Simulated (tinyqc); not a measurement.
Ballistic transport through the one-dimensional subbands of a rectangular nanowire or nanosheet channel: one step, computed by the program tinyqc. Command: `OMP_NUM_THREADS=1 python tinyqc.py 3027132 3027133 out.jsonl wire walk`. One thread of a shared host (Intel(R) Xeon(R) Processor @ 2.30GHz), about 0.02 s of CPU time with the checks.

Hard walls, parabolic subbands, transport along x. Energies are counted from the bulk conduction band edge at the top of the barrier, which the gate pulls down by U; the source Fermi level lies at the bulk edge when U = 0.

Question. Conductance, capacitance and scattering. Linear conductance G = (2 e^2/h) sum_i g f(eta_i), g = 1, f = 1/(1 + exp(-eta_i)), with the barrier frozen at the eta_i above; current per perimeter I/(2(a + b)); with scattering, transmission lambda/(lambda + L) and low-bias resistance (1 + L/lambda)/G.

Inputs (values chosen for the exercise, modelled on GaAs): mass m = 0.068 m_0; height a = 6.6 nm; width b = 7.6 nm; temperature T = 150 K; mean free path for back-scattering lambda = 160 nm; channel length L = 120 nm.

Valleys: single isotropic valley.

Occupation:
```
subband      eta_i    n_i (1/nm)  I_i (microampere)
1          33.0319  5.387324e-01       3.874046e+00
2          10.8120  2.845669e-01       3.873100e+00
3           3.5685  1.090669e-01       3.046446e+00
4         -18.6515  3.472784e-10       7.785087e-09
5         -26.2213  1.791081e-13       4.015142e-12
6         -45.5372  7.317556e-22       1.640407e-20
7         -55.6848  2.866282e-26       6.425465e-25
8         -67.7571  1.638139e-31       3.672285e-30
9         -78.0680  5.450204e-36       1.221795e-34
10       -104.7904  1.352047e-47       3.030941e-46
```

ballistic current I = 10.79359 microampere

Constants: e = 1.602176634e-19 C; h = 6.62607015e-34 J s.

Give: open modes sum g f; ballistic conductance; current per perimeter; transmission; low-bias resistance with scattering.

Answer.

open modes sum g f = 2.973

ballistic conductance = 230.3 microsiemens

current per perimeter = 380.1 microampere/micrometre

transmission = 0.5714

low-bias resistance with scattering = 7.598 kiloohm

Even without scattering the wire has h/(2 e^2 M) = 4.34 kiloohm, which sits in the contacts. Caution: confinement energies this large call for non-parabolicity and barrier penetration, which lower the subbands and raise the mass.
